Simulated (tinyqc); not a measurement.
Inside a calculation. Model: superjunction drift layer against a plain one, charge balance.

Computed by the program tinyqc: `OMP_NUM_THREADS=1 python tinyqc.py 2590051 2590052 out.jsonl`, one thread of a shared Intel Xeon 2.30GHz, about 0.01 s for the whole run. Printed values are rounded.

Alternating n and p pillars of equal width wp, doping N and length Lp. When depleted, the lateral field peaks at Ex = q N wp/(2 eps0 eps_r) at the pillar junctions and a uniform vertical field Ey is added; breakdown is taken where Ex^2 + Ey^2 = Ef^2. Only the n pillars conduct, narrowed by the zero-bias depletion. A first-order model: the field peaks at the pillar ends are left out.

Inputs (values chosen for the exercise); values close to those of 4H silicon carbide:
```
symbol,value,unit,meaning
eps_r,9.57,,relative permittivity of the semiconductor
E16,2.56,MV/cm,critical field at a doping of 1e16 cm^-3
mx,929,cm^2/(V s),mobility at low doping
mi,39.2,cm^2/(V s),mobility at high doping
Nr,2e17,cm^-3,reference doping of the mobility
BV,1400,V,wanted breakdown voltage
wp,0.8,um,width of each pillar
Ef,2.3,MV/cm,critical field inside the pillars
a,0.52,,lateral peak field as a share of Ef
Vb,2.8,V,built-in voltage of the pillar junctions
dl,-1.3,%,charge imbalance (Nn - Np)/N
```

Constants: q = 1.602176634e-19 C, eps0 = 8.8541878128e-14 F/cm where lengths are in cm. Results are converted to the units shown.

## Iteration 1: doping of the plain drift layer

N at the start = 1e14 cm^-3

Ec(N) = E16 (N/1e16 cm^-3)^(1/8); N(new) = eps0 eps_r Ec(N)^2/(2 q BV).

Ec = 1.43959 MV/cm
N after iteration 1 = 3.91446e15 cm^-3

## Iteration 2: doping of the plain drift layer

As before.

Ec = 2.27680 MV/cm
N after iteration 2 = 9.79130e15 cm^-3

## Course of the iteration: doping of the plain drift layer

Stop when N changes by less than 1e8 cm^-3, or after 40 iterations.

Course of the iteration:
```
iteration,N (cm^-3),|change| (cm^-3)
1,3.91446e15,3.81e15
2,9.79130e15,5.88e15
3,1.23135e16,2.52e15
4,1.30397e16,7.26e14
5,1.32278e16,1.88e14
6,1.32753e16,4.75e13
7,1.32872e16,1.19e13
8,1.32902e16,2.97e12
9,1.32909e16,7.44e11
10,1.32911e16,1.86e11
11,1.32911e16,4.65e10
12,1.32912e16,1.16e10
13,1.32912e16,2.91e9
14,1.32912e16,7.26e8
15,1.32912e16,1.82e8
16,1.32912e16,4.54e7
```

Converged in 16 iterations. At the end each change is about 0.25 times the one before: linear convergence.

## Thickness and resistance of the plain layer

N of the plain layer = 1.32912e16 cm^-3

Ec(N) = E16 (N/1e16 cm^-3)^(1/8), mu(N) = mi + (mx - mi)/(1 + (N/Nr)^0.9). W = 2 BV/Ec, Rsp = W/(q mu N).

mu = 857.668 cm^2/(V s)
W = 10.5554 um
Rsp = 0.577936 mohm cm^2

## Design of the pillars

Ex = a Ef gives N = 2 eps0 eps_r a Ef/(q wp); Ey = Ef sqrt(1 - a^2); Lp = BV/Ey; xd = sqrt(eps0 eps_r Vb/(q N)) on each side; Rsp = 2 Lp/(q mu(N) N (1 - 2 xd/wp)). mu(N) = mi + (mx - mi)/(1 + (N/Nr)^0.9).

N = 1.58133e17 cm^-3
Ey = 1.96458 MV/cm
Lp = 7.12620 um
xd = 0.0967706 um
Rsp = 0.139762 mohm cm^2

The pillars have an aspect ratio of 8.91. Their doping is 11.9 times, and their Rsp 0.242 times, that of the plain layer.

## Loss of breakdown voltage by imbalance

An imbalance dl leaves the mean net doping |dl| N/2, which tilts the vertical field by s = q |dl| N/(2 eps0 eps_r): BV(dl) = Ey Lp - s Lp^2/2, or Ey^2/(2 s) if the field reaches zero inside the pillar.

tilt s = 19.4350 kV/(cm um)
BV(dl) = 1350.65 V
loss = 3.52486 %
